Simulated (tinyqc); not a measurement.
Plane-wave Kohn-Sham cycle with exchange-only LDA in a layered model solid, step by step. One step of it, computed by the program tinyqc.

Problem. Iteration 1: levels at that k. Diagonalise the Hermitian matrix.

H (hartree):
```
           -3         -2         -1         +0         +1         +2         +3
-3   0.835312  -0.340000   0.000000   0.000000   0.000000   0.000000   0.000000
-2  -0.340000   0.218462  -0.340000   0.000000   0.000000   0.000000   0.000000
-1   0.000000  -0.340000  -0.124233  -0.340000   0.000000   0.000000   0.000000
+0   0.000000   0.000000  -0.340000  -0.192772  -0.340000   0.000000   0.000000
+1   0.000000   0.000000   0.000000  -0.340000   0.012845  -0.340000   0.000000
+2   0.000000   0.000000   0.000000   0.000000  -0.340000   0.492617  -0.340000
+3   0.000000   0.000000   0.000000   0.000000   0.000000  -0.340000   1.246545
```

Give: eigenvalues.

Solution.

eigenvalues (hartree): -0.6743  -0.2790  0.0738  0.3689  0.6032  1.0066  1.3896
